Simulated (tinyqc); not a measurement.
From results back to parameters: Franz-Keldysh effect at a direct gap. Two cases, with inputs chosen for the exercise.

Problem. In modulation spectra the extrema of the oscillations lie at E_n = Eg + th (3 pi (n - 1/2)/4)^(2/3) (the phase constant is taken as pi/2 here), with th = (c (e Fd)^2/mr)^(1/3), mr = me mhh/(me + mhh), c = hbar^2/2m0; 1 kV/cm = 1e-5 V/angstrom. Extrema n = 2 and n = 4 are given; Eg and the field are hidden.

Constants: hbar^2/2m0 = 3.80998211 eV angstrom^2.

Find: th; Eg; Fd.

Method. E_n is linear in (3 pi (n - 1/2)/4)^(2/3): the slope is th and the intercept Eg; then e Fd = sqrt(th^3 mr/c).

Case 1.

Values chosen (out of a larger set: near those of GaAs; not measured data): me = 0.0697 m0 (electron mass); mhh = 0.479 m0 (heavy-hole mass).

E_2 = 1.55134 eV
E_4 = 1.65485 eV

Solution.

th = 58.76 meV
Eg = 1.415 eV
Fd = 1.8e+02 kV/cm

Case 2.

Values chosen (out of a larger set: near those of GaAs; not measured data): me = 0.0647 m0 (electron mass); mhh = 0.5 m0 (heavy-hole mass).

E_2 = 1.52302 eV
E_4 = 1.56555 eV

Solution.

th = 24.14 meV
Eg = 1.467 eV
Fd = 46 kV/cm

Computed by tinyqc, one run a case: `OMP_NUM_THREADS=1 python tinyqc.py N N+1 out.jsonl` with N = 1682596, 1682730; one thread of a shared Intel(R) Xeon(R) Processor @ 2.30GHz, about 0.01 s a run at most.
